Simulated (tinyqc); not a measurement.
FinFET, parasitic resistance, capacitance and delay: effect of the spacer length.

Nf fins under one contact; each has gated perimeter p = 2 Hf + Wf and cross-section A = Hf Wf; contact width Wc = Nf pf, stack height Hs = Hf. Contact length Lc = CPP - Lg - 2 Lsp, shared by two neighbouring gates. Source and drain sides are equal. The formulas are first-order estimates, not field solutions.

Epitaxy sheet resistance Rsh = re/te, transfer length LT = sqrt(rc/Rsh), contact Rc = [sqrt(rc Rsh)/Wc] coth(Lc/(2 LT)); extension of one fin Rx = rx Lsp/A. With N fins: gate Cg = Cinv p N Lg; per side, plate Cp = ks eps0 [Wc (Hs + Hc) - N A]/Lsp, top fringe Cf = (2/pi) ks eps0 Wc ln(1 + Lg/(2 Lsp)), overlap Co = Cinv p N Lov. One fin: I = p Q vx u/(1 + |u|^1.8)^(1/1.8), Q = Cinv n Vt ln(1 + exp((Vg' - VT + dl Vd')/(n Vt))), u = Vd' mu/(vx Lg), Vg' = Vgs - v, Vd' = Vds - 2 v, with the drop on each side v = Rc (sum of I) + Rx I. Ieff = [I(Vgs = Vdd, Vds = Vdd/2) + I(Vdd/2, Vdd)]/2, total currents. With Cs = Cp + Cf + Co, the load of an inverter of two such devices driving an equal one is CL = 2 (Cg + 2 Cs) + 4 Cs + Cw (own drains counted twice for the Miller effect); delay CL Vdd/(2 Ieff).

Parameters, values chosen for the exercise; values close to those of silicon logic devices:
```
symbol    value        unit                                  meaning
T           300           K                              temperature
Nf            4                                       number of fins
Hf           50          nm                               fin height
Wf            7          nm                                fin width
pf           34          nm                                fin pitch
CPP          60          nm                     contacted gate pitch
Lg           18          nm                              gate length
ks          3.3                  relative permittivity of the spacer
Hc           15          nm      gate height above the channel stack
rc       2.3e-9    ohm cm^2                      contact resistivity
re      0.00023      ohm cm  resistivity of the source-drain epitaxy
te           30          nm    current-carrying depth of the epitaxy
rx       0.0011      ohm cm             resistivity of the extension
Lov           1          nm                             gate overlap
Cinv        3.2     uF/cm^2                    inversion capacitance
vx        1.1e7        cm/s                       injection velocity
mu          120  cm^2/(V s)                        apparent mobility
VT         0.21           V          threshold at zero drain voltage
dl        0.074         V/V                         barrier lowering
n          1.11                                  subthreshold factor
Cw         0.38          fF                                wire load
Vdd         0.7           V                           supply voltage
```

Constants: q = 1.602176634e-19 C, kB = 1.380649e-23 J/K, eps0 = 8.8541878128e-12 F/m, Vt = kB T/q. Results are converted to the units shown.

Result of one run:
```
Lsp (nm)  Rc (ohm)  Rx/N (ohm)  Ieff (uA)  CL (aF)  delay (ps)
8            132.5       62.86      325.3     1215       1.308
```

What becomes of these results when the spacer length Lsp is changed from 8 to 5 nm, all else the same?

Result of the changed run:
```
Lsp (nm)  Rc (ohm)  Rx/N (ohm)  Ieff (uA)  CL (aF)  delay (ps)
5            108.7       39.29      355.6     1351       1.330
```

The whole series:
```
Lsp (nm)  Rc (ohm)  Rx/N (ohm)  Ieff (uA)  CL (aF)  delay (ps)
2            92.55       15.71      384.3     1887       1.718
3            97.31       23.57      374.8     1590       1.485
4            102.7       31.43      365.3     1441       1.381
5            108.7       39.29      355.6     1351       1.330
6            115.5       47.14      345.7     1291       1.307
8            132.5       62.86      325.3     1215       1.308
10           155.8       78.57      303.3     1170       1.350
12           189.6       94.29      278.9     1139       1.429
```

As Lsp goes from 2 to 12 nm, Ieff falls from 384 to 279 uA, CL falls from 1890 to 1140 aF and the delay goes from 1.72 through a minimum of 1.31 (at Lsp = 6 nm among the rows listed) to 1.43 ps. A thin spacer costs capacitance, a thick one resistance and contact length, hence the minimum. For Lsp = 2 to 3 nm the spacer is under 3.5 nm, where leakage and breakdown between gate and contact would forbid it.

Computed by the program tinyqc: `OMP_NUM_THREADS=1 python tinyqc.py 2170124 2170125 out.jsonl`, one thread of a shared Intel Xeon 2.30GHz, about 0.05 s for the whole run.
